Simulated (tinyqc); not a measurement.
CID on RHF in the 6-311g basis, for H2, spin multiplicity 1, step by step. One step of it, computed by the program tinyqc.

Task: CID: roots. Diagonalise (each vector has its largest component positive (the first on a tie)); all determinants have Ms = 0, so triplets appear too. The lowest singlet root is the correlation energy.

Occupation strings over the orbitals (2 doubly, a alpha, b beta, 0 empty; spin orbitals ordered 1a 1b 2a 2b ...): 200000 020000 0a0b00 0a00b0 002000 00a00b 0b0a00 000200 000ab0 0b00a0 000ba0 000020 00b00a 000002

H - E(HF) between determinants (hartree), lower triangle:
```
           200000     020000     0a0b00     0a00b0     002000     00a00b     0b0a00     000200
200000   0.000000
020000   0.063581   0.952876
0a0b00  -0.071691   0.152950   1.235324
0a00b0  -0.028890   0.035623  -0.174677   2.952181
002000   0.054480   0.032732   0.016138  -0.005396   1.284257
00a00b   0.042403   0.005424  -0.018648  -0.001686  -0.115325   3.173019
0b0a00   0.071691  -0.152950  -0.061882  -0.009094  -0.016138   0.011848   1.235324
000200   0.100373   0.061882   0.104540  -0.050346   0.036587   0.018617  -0.104540   1.571634
000ab0   0.058327   0.009094  -0.050346   0.050482   0.023236   0.078250  -0.011191  -0.117761
0b00a0   0.028890  -0.035623  -0.009094  -0.026393   0.005396   0.014530  -0.174677   0.050346
000ba0  -0.058327  -0.009094  -0.011191   0.039222  -0.023236  -0.034602  -0.050346   0.117761
000020   0.081100   0.026393  -0.039222  -0.031678   0.032121   0.090114   0.039222   0.086972
00b00a  -0.042403  -0.005424   0.011848   0.014530   0.115325  -0.033720  -0.018648  -0.018617
000002   0.075234   0.016301  -0.025745  -0.046438   0.033720  -0.029281   0.025745   0.052619

           000ab0     0b00a0     000ba0     000020    00b00a    000002
000ab0   3.342816
0b00a0   0.039222   2.952181
000ba0  -0.086972   0.050482   3.342816
000020  -0.015779   0.031678   0.015779   5.264854
00b00a  -0.034602  -0.001686   0.078250  -0.090114  3.173019
000002   0.098697   0.046438  -0.098697   0.278021  0.029281  5.308756
```

Give: lowest roots of this matrix, relative to E(HF); lowest vectors; <S^2> of these roots; weight of the ground state by excitation level 0, 1, 2, ....

Result:

lowest roots of this matrix, relative to E(HF) (hartree): -0.0297  0.8510  1.1531  1.2650  1.3065  1.6505  2.9179  2.9944

lowest vectors:
```
         root 1   root 2  root 3   root 4
200000   0.9883   0.1111  0.0000   0.0489
020000  -0.0797   0.8936  0.0000  -0.0113
0a0b00   0.0686  -0.3015  0.7032  -0.1083
0a00b0   0.0127  -0.0376  0.0720  -0.0083
002000  -0.0397  -0.0624  0.0000   0.9798
00a00b  -0.0123  -0.0104  0.0016   0.0578
0b0a00  -0.0686   0.3015  0.7032   0.1083
000200  -0.0674  -0.0073  0.0000  -0.0780
000ab0  -0.0171  -0.0092  0.0175  -0.0207
0b00a0  -0.0127   0.0376  0.0720   0.0083
000ba0   0.0171   0.0092  0.0175   0.0207
000020  -0.0113  -0.0118  0.0000  -0.0116
00b00a   0.0123   0.0104  0.0016  -0.0578
000002  -0.0108  -0.0078  0.0000  -0.0069
```

<S^2> of these roots: 0.0000  0.0000  2.0000  0.0000  0.0000  0.0000  2.0000  0.0000

weight of the ground state by excitation level 0, 1, 2, ...: 0.9766  0.0000  0.0234
